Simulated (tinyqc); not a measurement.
Crystal pulling from the melt: segregation, interface stability, heat balance and point-defect regime. From critical C_s back to pull rate V. Computed by tinyqc, a small Python program. Command: `OMP_NUM_THREADS=1 python tinyqc.py 3025196 3025197 out.jsonl pull inv`. One thread of a shared host (Intel(R) Xeon(R) Processor @ 2.30GHz), about 0.01 s of CPU time with the checks.

A dilute solute; steady pulling with a flat interface unless it is found unstable.

Inputs (values chosen for the exercise, modelled on antimony in silicon):
```
quantity                         value    unit
equilibrium coefficient k0       0.024       -
initial melt concentration C0  5.2e+17  1/cm^3
diffusivity in the melt D      0.00017  cm^2/s
kinematic viscosity nu          0.0027  cm^2/s
crystal rotation                    20     rpm
gradient in the melt G_L           9.1    K/cm
latent heat per volume L          4100  J/cm^3
melting point T_m                 1685       K
frozen fraction g                 0.48       -
evaporation number beta           0.74       -
```

Loss from the melt surface: evaporation.

Constants: k_B = 1.380649e-23 J/K.

Method:
- delta = 1.61 D^(1/3) nu^(1/6) omega^(-1/2), omega = 2 pi rpm/60; k_eff = k0/[k0 + (1 - k0) exp(-V delta/D)] (Burton, Prim and Slichter); the melt at the interface is enriched by k_eff/k0.
- Axial profile: C_s = k_eff C0 (1 - g)^(k_eff - 1 + beta), where beta, the evaporation velocity times the free melt area over the volume growth rate, is taken constant; bulk melt C_L = C_s/k_eff. Usable fraction: the g at which C_s has changed by 30 % from its first value (0.99 at most).
- Liquidus slope per concentration (van 't Hoff): |m| = k_B T_m^2 (1 - k0)/L. Solute gradient at the interface: G_C = (V/D) C_s (1 - k0)/k0. Constitutional supercooling sets in when |m| G_C > G_L. Critical C_s from the equality.

Problem. A run gave the result below. Find the pull rate V, known to lie between 0.96 and 1.6 mm/min.

critical C_s = 1.906458e+18 1/cm^3

Solution.

Each step takes the trial c = (a f_b - b f_a)/(f_b - f_a), f being the result less the target and a, b, c the logarithms of the listed values; c replaces end b, the old b replaces a if the sign of f changed, and otherwise f_a is halved.

Scan of the range:
```
pull rate V (mm/min)  critical C_s (1/cm^3)
0.96                            2.54790e+18
1.05                            2.32951e+18
1.14                            2.14560e+18
1.24                            1.97257e+18
1.35                            1.81184e+18
1.47                            1.66394e+18
1.60                            1.52874e+18
```

False position (Illinois rule, in the logarithm of the input) inside the bracket:
```
step    end a    end b    trial  critical C_s (1/cm^3)
1     1.24000  1.35000  1.28412            1.90480e+18
2     1.24000  1.28412  1.28197            1.90798e+18
3     1.28412  1.28197  1.28300            1.90646e+18
4     1.28197  1.28300  1.28300            1.90646e+18
```

Critical C_s falls at every point of a 13-point scan of the range (every second point is shown), so one value fits; it is bracketed by 1.24 and 1.35. The scan shows a pure power law with exponent -1.0000, so scaling from any one row also gives the answer directly. Answer: pull rate V = 1.283 mm/min.
